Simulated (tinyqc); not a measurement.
## Via and link resistance from two via chains

Problem. A chain of 2000 vias joined by 2000 metal links has R = 2000 (Rv + Rlink), with Rlink proportional to the link length. Find Rv, Rlink for length L, and the value of Rv that the short chain would give if the links were ignored.

resistance of chains of 2000 links with link lengths L and 3 L (ohm): 1.136e5  1.248e5

Answer. R per link is a straight line in the link length; its intercept at zero length is Rv.

Rv = 54.0 ohm
Rlink = 2.80 ohm
Rv without correction = 56.8 ohm

Numbers from tinyqc (`OMP_NUM_THREADS=1 python tinyqc.py 2750107 2750108 out.jsonl`; about 0.01 s on one thread of a shared Intel Xeon 2.30GHz).
